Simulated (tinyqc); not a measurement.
Global model of a low-pressure process discharge: electron temperature, density, ion flux and ion energy: one step, computed by the program tinyqc.

Maxwellian electrons with temperature T_e in eV, one positive ion, no negative ions, uniform bulk density n; rate constants have the Arrhenius form.

Question. Electron temperature. Particle balance: K0 exp(-E_iz/T_e) n_g d_eff = u_B, u_B = sqrt(e T_e/M). Root found by bracketing.

Inputs (values chosen for the exercise, of the order of those of an inductive discharge in a simple atomic gas):
```
quantity                   value   unit
ion mass M                    40      u
ionisation prefactor K0  2.6e-14  m^3/s
ionisation energy E_iz      16.3     eV
gas temperature T_g          400      K
```

gas density n_g = 3.078262e+19 1/m^3

d_eff = 7.547569 cm

Constants: e = 1.602176634e-19 C; u = 1.6605390666e-27 kg.

Give: T_e; Bohm velocity u_B; K_iz.

Answer.

T_e = 5.8724 eV

Bohm velocity u_B = 3763.6 m/s

K_iz = 1.6199e-15 m^3/s
